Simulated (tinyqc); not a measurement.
Warping of the constant-energy contours: six-band Luttinger-Kohn model.

Six-band Luttinger-Kohn model in the basis |3/2,3/2>, |3/2,1/2>, |3/2,-1/2>, |3/2,-3/2>, |1/2,1/2>, |1/2,-1/2>, electron energies, zero at the top of the unstrained valence band. H = -[rows: (P+Q, -S, R, 0, -S/r2, r2 R); (-S*, P-Q, 0, R, -r2 Q, r32 S); (R*, 0, P-Q, S, r32 S*, r2 Q); (0, R*, S*, P+Q, -r2 R*, -S*/r2); (-S*/r2, -r2 Q, r32 S, -r2 R, P+Dso, 0); (r2 R*, r32 S*, r2 Q, -S/r2, 0, P+Dso)], r2 = sqrt(2), r32 = sqrt(3/2). Levels are twofold.

P = c g1 k^2 - av tr(e); Q = c g2 (kx^2 + ky^2 - 2 kz^2) - (b/2)(exx + eyy - 2 ezz); R = c sqrt3 [-g2 (kx^2 - ky^2) + 2i g3 kx ky] + (sqrt3/2) b (exx - eyy) - i d exy; S = 2 c sqrt3 g3 (kx - i ky) kz - d (exz - i eyz); c = hbar^2/2m0, e the strain tensor (not engineering shear).

Constants: hbar^2/2m0 = 3.80998211 eV angstrom^2.

Inputs chosen for the exercise (near those of InSb; the results hold for these values, not for the real material):
- Dso = 0.817 eV (spin-orbit splitting)
- g1 = 34.87 (Luttinger gamma1)
- g2 = 15.52 (gamma2)
- g3 = 16.5 (gamma3)
- E_h = 15 meV (hole energy below the top)

No strain (e = 0). In the plane kz = 0, |k| where the top and second pairs lie E_h below the top, against the angle from [100]; m = c k^2/E_h.

Contours:
```
angle (degrees)  k top (1/angstrom)  k second (1/angstrom)  m top (m0)  m second (m0)
0                            0.0321                 0.0078       0.261          0.015
9                            0.0327                 0.0078       0.271          0.015
18                           0.0345                 0.0077       0.302          0.015
27                           0.0372                 0.0077       0.352          0.015
36                           0.0399                 0.0077       0.405          0.015
45                           0.0412                 0.0077       0.430          0.015
```

What does the comparison show?

The heavy contour reaches 1.284 times as far along [110] as along [100], the light one 0.989 times. The warping follows g3 - g2 = 0.98 and would vanish for g2 = g3. Along [100] the heavy mass is 1/(g1 - 2 g2) = 0.261 at any energy, while the light one is 0.0153, against 1/(g1 + 2 g2) = 0.0152 at the edge, for E_h/Dso = 0.02.

tinyqc: `OMP_NUM_THREADS=1 python tinyqc.py 1080793 1080794 out.jsonl`; about 0.07 s, one thread, shared Intel(R) Xeon(R) Processor @ 2.30GHz.
